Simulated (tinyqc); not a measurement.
Worked calculation: RHF in the sto-6g basis, for H6, spin multiplicity 1. One step of it, computed by the program tinyqc.

Task: Iteration 2: diagonalisation and new density. A level shift of 0.5 hartree raises the virtual space: F + shift (S - S D(s) S), with D(s) the density of one spin (D/2). Diagonalise F' = X^T F X, C = X C', fill 3 alpha and 3 beta electrons from the bottom; D = 2 C_occ C_occ^T. Each column has its largest component positive (the first on a tie).

extrapolated F (hartree), order 1H 1s, 2H 1s, 3H 1s, 4H 1s, 5H 1s, 6H 1s:
$$\begin{pmatrix}
-0.308843 & -0.550808 & -0.172967 & -0.019852 & -0.000261 & -0.008965 \\
-0.550808 & -0.401084 & -0.393706 & -0.170647 & -0.024378 & -0.000245 \\
-0.172967 & -0.393706 & -0.406642 & -0.555431 & -0.170644 & -0.019749 \\
-0.019852 & -0.170647 & -0.555431 & -0.406608 & -0.393672 & -0.172743 \\
-0.000261 & -0.024378 & -0.170644 & -0.393672 & -0.400695 & -0.550345 \\
-0.008965 & -0.000245 & -0.019749 & -0.172743 & -0.550345 & -0.308377
\end{pmatrix}$$

X, order 1H 1s, 2H 1s, 3H 1s, 4H 1s, 5H 1s, 6H 1s:
$$\begin{pmatrix}
1.177221 & -0.405618 & 0.071276 & -0.018767 & 0.003906 & -0.001006 \\
-0.405618 & 1.306993 & -0.351057 & 0.078126 & -0.014549 & 0.003901 \\
0.071276 & -0.351057 & 1.319492 & -0.444921 & 0.078098 & -0.018739 \\
-0.018767 & 0.078126 & -0.444921 & 1.319469 & -0.350947 & 0.071183 \\
0.003906 & -0.014549 & 0.078098 & -0.350947 & 1.306399 & -0.404902 \\
-0.001006 & 0.003901 & -0.018739 & 0.071183 & -0.404902 & 1.176698
\end{pmatrix}$$

D after iteration 1, order 1H 1s, 2H 1s, 3H 1s, 4H 1s, 5H 1s, 6H 1s:
$$\begin{pmatrix}
0.468465 & 0.582544 & -0.147329 & -0.353500 & 0.102672 & 0.197381 \\
0.582544 & 0.834503 & 0.089422 & -0.276140 & -0.015788 & 0.102376 \\
-0.147329 & 0.089422 & 0.741048 & 0.583271 & -0.276667 & -0.353811 \\
-0.353500 & -0.276140 & 0.583271 & 0.740522 & 0.089819 & -0.146843 \\
0.102672 & -0.015788 & -0.276667 & 0.089819 & 0.835025 & 0.582545 \\
0.197381 & 0.102376 & -0.353811 & -0.146843 & 0.582545 & 0.468109
\end{pmatrix}$$

overlap S, order 1H 1s, 2H 1s, 3H 1s, 4H 1s, 5H 1s, 6H 1s:
$$\begin{pmatrix}
1.000000 & 0.576662 & 0.133396 & 0.030891 & 0.004243 & 0.000702 \\
0.576662 & 1.000000 & 0.459930 & 0.133396 & 0.021809 & 0.004235 \\
0.133396 & 0.459930 & 1.000000 & 0.576662 & 0.133396 & 0.030836 \\
0.030891 & 0.133396 & 0.576662 & 1.000000 & 0.459930 & 0.133185 \\
0.004243 & 0.021809 & 0.133396 & 0.459930 & 1.000000 & 0.576032 \\
0.000702 & 0.004235 & 0.030836 & 0.133185 & 0.576032 & 1.000000
\end{pmatrix}$$

Give: F' = X^T F X; orbital energies; coefficients C; D after iteration 2.

Result:

F' = X^T F X (hartree):
$$\begin{pmatrix}
0.3166 & -0.8078 & 0.0760 & 0.0896 & -0.0050 & -0.0662 \\
-0.8078 & 0.3231 & -0.5082 & 0.1087 & 0.0042 & -0.0049 \\
0.0760 & -0.5082 & 0.3491 & -0.8235 & 0.1087 & 0.0897 \\
0.0896 & 0.1087 & -0.8235 & 0.3492 & -0.5082 & 0.0759 \\
-0.0050 & 0.0042 & 0.1087 & -0.5082 & 0.3227 & -0.8071 \\
-0.0662 & -0.0049 & 0.0897 & 0.0759 & -0.8071 & 0.3165
\end{pmatrix}$$

orbital energies (hartree): MO1 -0.7018, MO2 -0.5775, MO3 -0.3951, MO4 0.8172, MO5 1.1999, MO6 1.6344

coefficients C, order 1H 1s, 2H 1s, 3H 1s, 4H 1s, 5H 1s, 6H 1s:
$$\begin{pmatrix}
0.1632 & -0.3203 & -0.4163 & -0.6498 & -0.7576 & 0.5070 \\
0.2765 & -0.4295 & -0.2982 & 0.3603 & 0.8871 & -0.8577 \\
0.3612 & -0.1455 & 0.4421 & 0.6079 & -0.3074 & 1.1237 \\
0.3611 & 0.1468 & 0.4417 & -0.6075 & -0.3102 & -1.1231 \\
0.2758 & 0.4297 & -0.2989 & -0.3612 & 0.8873 & 0.8557 \\
0.1626 & 0.3201 & -0.4167 & 0.6508 & -0.7568 & -0.5052
\end{pmatrix}$$

D after iteration 2, order 1H 1s, 2H 1s, 3H 1s, 4H 1s, 5H 1s, 6H 1s:
$$\begin{pmatrix}
0.6051 & 0.6137 & -0.1570 & -0.3440 & 0.0637 & 0.1950 \\
0.6137 & 0.6997 & 0.0610 & -0.1899 & -0.0382 & 0.0635 \\
-0.1570 & 0.0610 & 0.6943 & 0.6087 & -0.1902 & -0.3442 \\
-0.3440 & -0.1899 & 0.6087 & 0.6940 & 0.0613 & -0.1567 \\
0.0637 & -0.0382 & -0.1902 & 0.0613 & 0.7001 & 0.6139 \\
0.1950 & 0.0635 & -0.3442 & -0.1567 & 0.6139 & 0.6051
\end{pmatrix}$$
